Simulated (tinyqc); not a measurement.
From solubility limit x1 back to temperature T: regular and subregular solution with a miscibility gap. Computed by tinyqc, a small Python program. Command: `OMP_NUM_THREADS=1 python tinyqc.py 3017493 3017494 out.jsonl regsol inv`. One thread of a shared host (Intel(R) Xeon(R) Processor @ 2.30GHz), about 0.02 s of CPU time with the checks.

Per mole of mixing sites: G(x) = x (1 - x) [L0 + L1 (1 - 2x)] + R T [x ln x + (1 - x) ln(1 - x)], x the fraction of B.

Inputs (values chosen for the exercise, for a model alloy):
```
quantity                     value    unit
interaction L0                26.5  kJ/mol
size misfit eta = d ln a/dx  0.027       -
asymmetry L1                     0  kJ/mol
start value s0                0.05       -
```

Source of L0: given.

Constants: R = 8.314462618 J/(mol K).

Method:
- L0 and eta are given.
- G' = L0 (1 - 2x) + L1 (1 - 6x + 6x^2) + R T ln[x/(1 - x)]; G'' = -2 L0 - 6 L1 (1 - 2x) + R T/[x (1 - x)].
- Common tangent: F1 = G'(x1) - G'(x2) = 0 and F2 = [G - x G'](x1) - [G - x G'](x2) = 0. Newton step: J = [[G''(x1), -G''(x2)], [-x1 G''(x1), x2 G''(x2)]], J dx = -F; a step that would leave 0 < x < 1 is halved until it stays inside. The start is x1 = s0, x2 = 1 - s0.
- Stop when the step is below 1e-12, or when x1 and x2 meet within 1e-5; residuals under 1e-7 are shown as 0.

Problem. A run gave the result below. Find the temperature T, known to lie between 740 and 1500 K.

solubility limit x1 = 0.03389324

Solution.

Each step takes the trial c = (a f_b - b f_a)/(f_b - f_a), f being the result less the target and a, b, c the logarithms of the listed values; c replaces end b, the old b replaces a if the sign of f changed, and otherwise f_a is halved.

Scan of the range:
```
temperature T (K)  solubility limit x1
740                           0.015115
832                           0.025742
937                           0.042637
1050                          0.067508
1190                          0.110339
1330                          0.171766
1500                          0.295089
```

False position (Illinois rule, in the logarithm of the input) inside the bracket:
```
step    end a    end b    trial  solubility limit x1
1     832.000  937.000  881.102            0.0329638
2     937.000  881.102  886.325            0.0338003
3     937.000  886.325  887.351            0.0339663
4     886.325  887.351  886.899            0.0338932
5     887.351  886.899  886.900            0.0338932
6     887.351  886.900  886.900            0.0338932
7     886.900  886.900  886.900            0.0338932
```

Solubility limit x1 rises at every point of a 13-point scan of the range (every second point is shown), so one value fits; it is bracketed by 832 and 937. Answer: temperature T = 886.9 K.
